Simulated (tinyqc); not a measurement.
# Punch-through p+-n junction, ionisation integral and breakdown: several studies

A p+ layer at x < 0 and an n drift layer from x = 0 to L on an n+ substrate. Depletion approximation, built-in voltage neglected. Local ionisation coefficients alpha_n = an exp(-(bn/E)^mx), alpha_p = ap exp(-(bp/E)^mx). Electrons move towards +x, holes towards x = 0.

Parameters, values chosen for the exercise; material values close to those of indium phosphide: relative permittivity eps_r = 12.6; prefactor of the electron ionisation coefficient an = 1.08e7 1/cm; field constant for electrons bn = 3.28e6 V/cm; prefactor of the hole ionisation coefficient ap = 4.88e6 1/cm; field constant for holes bp = 2.47e6 V/cm; exponent mx = 1; electron mobility of the drift layer mu = 4680 cm^2/(V s); donor density of the drift layer N = 1.6e16 cm^-3; thickness of the drift layer L = 0.84 um.

Constants: q = 1.602176634e-19 C, eps0 = 8.8541878128e-14 F/cm where lengths are in cm. Results are converted to the units shown.

Each table varies one quantity; the others keep the values above.

## Multiplication against voltage

W = sqrt(2 eps0 eps_r V/(q N)), peak field E0 = q N W/(eps0 eps_r), falling linearly to 0 at W; if W > L the layer is punched through: W = L, E0 = V/L + q N L/(2 eps0 eps_r), falling linearly to E1 = V/L - q N L/(2 eps0 eps_r). G(x) = integral from 0 to x of (alpha_n - alpha_p); I_n = integral of alpha_n exp(-G) (electrons injected at x = 0), I_p = integral of alpha_p exp(G(end) - G) (holes injected at the far edge); M = 1/(1 - I). Integrals on a fine grid; BV is where I_n = 1. Here BV = 36.4585 V; the Miller exponent is n = ln(1 - 1/M)/ln(V/BV).

Results:

| V (V) | E0 (kV/cm) | I_n | I_p | M_n | M_p | Miller n, electrons | Miller n, holes |
|---|---|---|---|---|---|---|---|
| 14.6 | 270 | 4.89e-4 | 0.00561 | 1.00 | 1.01 | 8.33 | 5.66 |
| 18.2 | 313 | 0.00341 | 0.0254 | 1.00 | 1.03 | 8.18 | 5.28 |
| 21.9 | 357 | 0.0162 | 0.0833 | 1.02 | 1.09 | 8.09 | 4.88 |
| 25.5 | 400 | 0.0555 | 0.204 | 1.06 | 1.26 | 8.09 | 4.45 |
| 29.2 | 444 | 0.164 | 0.411 | 1.20 | 1.70 | 8.15 | 4.00 |
| 31.4 | 470 | 0.293 | 0.572 | 1.41 | 2.34 | 8.22 | 3.73 |
| 33.5 | 495 | 0.495 | 0.745 | 1.98 | 3.91 | 8.30 | 3.49 |
| 35.9 | 524 | 0.878 | 0.952 | 8.22 | 20.6 | 8.41 | 3.22 |

Estimate the missing row, V = 35 V.

Computed row:

| V (V) | E0 (kV/cm) | I_n | I_p | M_n | M_p | Miller n, electrons | Miller n, holes |
|---|---|---|---|---|---|---|---|
| 35 | 513 | 0.711 | 0.873 | 3.46 | 7.90 | 8.37 | 3.32 |

With this row back in the table: M_n rises from 1.000 to 8.22 and M_p from 1.006 to 20.6; both diverge at BV. The Miller exponent for electrons goes from 8.33 through a minimum of 8.09 (at V = 25.5 among the rows listed) to 8.41 and that for holes falls from 5.66 to 3.22. The larger multiplication belongs to holes, whose coefficient at the peak field of the last row is 2.12 times the other.

## Effect of the drift doping

Same model as above.

Specific on-resistance Ron = L/(q mu N) with constant mobility and full ionisation.

Result of one run:

| N (cm^-3) | BV (V) | E0 at BV (kV/cm) | W at BV (um) | Ron (mohm cm^2) | BV^2/Ron (MW/cm^2) | eps0 eps_r mu E0^3/4 (MW/cm^2) |
|---|---|---|---|---|---|---|
| 9.4e15 | 37.2 | 499 | 0.840 | 0.0119 | 116 | 162 |

What becomes of these results when the donor density of the drift layer N is changed from 9.4e15 to 1.8e16 cm^-3, all else the same?

Result of the changed run:

| N (cm^-3) | BV (V) | E0 at BV (kV/cm) | W at BV (um) | Ron (mohm cm^2) | BV^2/Ron (MW/cm^2) | eps0 eps_r mu E0^3/4 (MW/cm^2) |
|---|---|---|---|---|---|---|
| 1.8e16 | 36.1 | 539 | 0.840 | 0.00622 | 210 | 204 |

The whole series:

| N (cm^-3) | BV (V) | E0 at BV (kV/cm) | W at BV (um) | Ron (mohm cm^2) | BV^2/Ron (MW/cm^2) | eps0 eps_r mu E0^3/4 (MW/cm^2) |
|---|---|---|---|---|---|---|
| 1.3e15 | 37.4 | 453 | 0.840 | 0.0862 | 16.3 | 122 |
| 2.6e15 | 37.4 | 461 | 0.840 | 0.0431 | 32.5 | 128 |
| 4.9e15 | 37.4 | 475 | 0.840 | 0.0229 | 61.2 | 140 |
| 9.4e15 | 37.2 | 499 | 0.840 | 0.0119 | 116 | 162 |
| 1.8e16 | 36.1 | 539 | 0.840 | 0.00622 | 210 | 204 |
| 3.5e16 | 32.2 | 594 | 0.840 | 0.00320 | 323 | 274 |
| 6.7e16 | 22.5 | 659 | 0.685 | 0.00167 | 304 | 373 |
| 1.3e17 | 14.6 | 738 | 0.395 | 8.62e-4 | 247 | 525 |

BV falls from 37.4 to 14.6 V while the critical field rises from 453 to 738 kV/cm. BV goes as N^(0.00) between the first two rows and N^(-0.66) between the last two (a coefficient proportional to E^7 gives -0.75 without punch-through). BV^2/Ron goes from 16.3 through a maximum of 323 (at N = 3.5e16 among the rows listed) to 247 MW/cm^2; the layer is punched through at breakdown in 6 of the 8 rows. For N = 3.5e16, 6.7e16, 1.3e17 the layer is under 0.5 um wide or BV under 34 V, so dead space, tunnelling and the built-in voltage, all left out, matter.

## Effect of the drift thickness

Same model as above.

The value eps0 eps_r mu E0^3/4 holds for a triangular field; a layer that punches through can exceed it.

Results:

| L (um) | BV (V) | E0 at BV (kV/cm) | W at BV (um) | Ron (mohm cm^2) | BV^2/Ron (MW/cm^2) | eps0 eps_r mu E0^3/4 (MW/cm^2) |
|---|---|---|---|---|---|---|
| 0.35 | 18.1 | 557 | 0.350 | 0.00292 | 112 | 226 |
| 0.62 | 28.7 | 535 | 0.620 | 0.00517 | 160 | 200 |
| 0.84 | 36.5 | 531 | 0.840 | 0.00700 | 190 | 195 |
| 1.1 | 44.3 | 530 | 1.10 | 0.00917 | 214 | 194 |
| 1.5 | 53.6 | 529 | 1.50 | 0.0125 | 229 | 194 |
| 2 | 59.9 | 529 | 2.00 | 0.0167 | 215 | 194 |
| 2.7 | 61.0 | 529 | 2.30 | 0.0225 | 165 | 194 |
| 3.7 | 61.0 | 529 | 2.30 | 0.0308 | 121 | 194 |

Estimate the missing row, L = 0.46 um.

Computed row:

| L (um) | BV (V) | E0 at BV (kV/cm) | W at BV (um) | Ron (mohm cm^2) | BV^2/Ron (MW/cm^2) | eps0 eps_r mu E0^3/4 (MW/cm^2) |
|---|---|---|---|---|---|---|
| 0.46 | 22.6 | 544 | 0.460 | 0.00383 | 133 | 210 |

With this row back in the table: BV rises from 18.1 to 61.0 V and saturates once L exceeds the free depleted width of 2.30 um, while Ron keeps rising as L. BV^2/Ron goes from 112 through a maximum of 229 (at L = 1.5 um among the rows listed) to 121 MW/cm^2. The best row has L = 0.65 of that width: the last part of the triangle adds little voltage but its full share of resistance. For L = 0.35, 0.46, 0.62 the layer is under 0.5 um wide or BV under 34 V, so dead space, tunnelling and the built-in voltage, all left out, matter.

Computed by the program tinyqc: `OMP_NUM_THREADS=1 python tinyqc.py 2120011 2120012 out.jsonl`, one thread of a shared Intel Xeon 2.30GHz, about 0.06 s for the whole run.
